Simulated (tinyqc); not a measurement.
# Tunnel rates from the two plateau currents

Problem. With only the 0-1 transition of a spin-degenerate level in the bias window, I = 2 q G_in G_out/(2 G_in + G_out). Find GL and GR.

Constants: q = 1.602176634e-19 C. Results are converted to the units shown.

sizes of the plateau currents for electrons entering from the left and from the right (pA): [104.86974, 135.71379]

Solution. q/I(left) = 1/GR + 1/(2 GL) and q/I(right) = 1/GL + 1/(2 GR) are linear in 1/GL and 1/GR.

GL = 1.80 1/ns
GR = 0.800 1/ns

Computed by the program tinyqc: `OMP_NUM_THREADS=1 python tinyqc.py 2780011 2780012 out.jsonl`, one thread of a shared Intel Xeon 2.30GHz, about 0.01 s for the whole run.
